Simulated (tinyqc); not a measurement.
Cell and bit-line capacitance from two signals.

Problem. In a DRAM a freshly written one gives the bit-line signal (Vd/2) Cs/(Cs + Cb). Find Cs and Cb.

Values chosen for this exercise: array voltage Vd = 1.3 V.

signal of a fresh one without and with 30 fF added to the bit line (mV): 270.83333  166.66667

Solution. (Vd/2)/signal = 1 + Cb/Cs, and the added capacitance raises it by its ratio to Cs.

Cs = 20.00 fF
Cb = 28.00 fF

Computed by the program tinyqc: `OMP_NUM_THREADS=1 python tinyqc.py 2130106 2130107 out.jsonl`, one thread of a shared Intel Xeon 2.30GHz, about 0.01 s for the whole run.
